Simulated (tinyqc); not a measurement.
Changing the edge of the cubic cell L: correction of a charged-defect supercell by a model charge and potential alignment (plane-averaged potentials). Computed by tinyqc, a small Python program. Command: `OMP_NUM_THREADS=1 python tinyqc.py 3111032 3111033 out.jsonl align sweep`. One thread of a shared host (Intel(R) Xeon(R) Processor @ 2.30GHz), about 0.03 s of CPU time with the checks.

The "true" defect charge is (1 - x) q in a Gaussian of width sigma plus x q in one of width sigma_t, so the exact answer is known; the correction sees only a single model Gaussian of width sigma_m. A Gaussian of width s has the transform rho(G) = exp(-G^2 s^2/2), normalised to 1. A uniform background cancels q, so G = 0 is left out. Potentials are those felt by a unit positive charge. E_0 is the formation energy of the isolated defect, E_cell its value in the supercell, E_lat = E_iso - E_per of the model charge, C the true less the model potential far from the defect; the exact correction is E_0 - E_cell, and the error of a scheme is E_cell plus its correction less E_0.

Inputs (values chosen for the exercise, with screening close to that of GaAs):

| quantity | value | unit |
|---|---|---|
| defect charge q | -2 | e |
| dielectric constant eps | 12.6 | - |
| width sigma of the true defect charge | 1.3 | angstrom |
| width sigma_m of the model charge | 1.2 | angstrom |
| share x of the charge in a wide tail | 0.16 | - |
| width sigma_t of the tail | 2.6 | angstrom |
| formation energy of the isolated defect E_0 | 4.69 | eV |

Constants: e^2/(4 pi eps_0) = 14.39964548 eV angstrom.

Method:
- Periodic energy E_per = (2 pi q^2/(eps L^3)) (e^2/(4 pi eps_0)) sum_(G != 0) rho(G)^2/G^2, G = (2 pi/L)(n1, n2, n3), |n_i| <= 16. Isolated energy: two Gaussians of charges q_a, q_b and widths a, b interact by q_a q_b (e^2/(4 pi eps_0 eps)) sqrt(2/pi)/sqrt(a^2 + b^2), and the self-energy is half the sum over pairs.
- Supercell value E_cell = E_0 + E_per - E_iso for the true charge.
- E_lat = E_iso - E_per for the model charge; point-charge value alpha q^2 e^2/(4 pi eps_0 eps 2 L) with alpha = 2.837297.
- Plane-averaged potential at distance z from the defect: V(z) = (4 pi q/(eps L^3)) (e^2/(4 pi eps_0 e)) sum_(m != 0) rho(G_m) cos(G_m z)/G_m^2, G_m = 2 pi m/L, |m| <= 40.
- C = difference at z = L/2; E_corr = E_cell + E_lat - q C. For charges that have died out at L/2, C = (2 pi q/(eps L^3)) (e^2/(4 pi eps_0 e)) (<s^2> - sigma_m^2), <s^2> = (1 - x) sigma^2 + x sigma_t^2.

One run for each value:

| edge of the cubic cell L (angstrom) | exact correction (eV) | error with the point-charge term alone (meV) | alignment C (V) | error with alignment (rounded to 1e-4 meV) (meV) |
|---|---|---|---|---|
| 12.3 | 0.48867 | 38.575 | -0.0077130 | 9.2300e-01 |
| 14.1 | 0.43431 | 25.624 | -0.0053139 | 2.4190e-01 |
| 15.8 | 0.39224 | 18.213 | -0.0038319 | 6.3400e-02 |
| 17.6 | 0.35529 | 13.177 | -0.0027883 | 1.4200e-02 |
| 19.3 | 0.32602 | 9.993 | -0.0021183 | 3.2000e-03 |
| 21.1 | 0.29970 | 7.647 | -0.0016220 | 6.0000e-04 |
| 22.8 | 0.27837 | 6.061 | -0.0012858 | 1.0000e-04 |
| 24.6 | 0.25880 | 4.826 | -0.0010237 | 0 |

Over the rows, exact correction (eV) falls from 0.489 to 0.259 (exponent d ln y / d ln x -0.86 between the first rows and -0.96 between the last); error with the point-charge term alone (meV) falls from 38.6 to 4.83 (exponent d ln y / d ln x about -3.0 throughout); alignment C (V) rises from -0.00771 to -0.00102 (exponent d ln y / d ln x -2.7 between the first rows and -3.0 between the last). At the high end the exponent of exact correction is -0.96, close to -1: the point-charge term. The exponent of error with the point-charge term alone stays at -3: the next term after the point charge. At the high end the exponent of alignment C is -3.00, close to -3: a second moment over the volume.
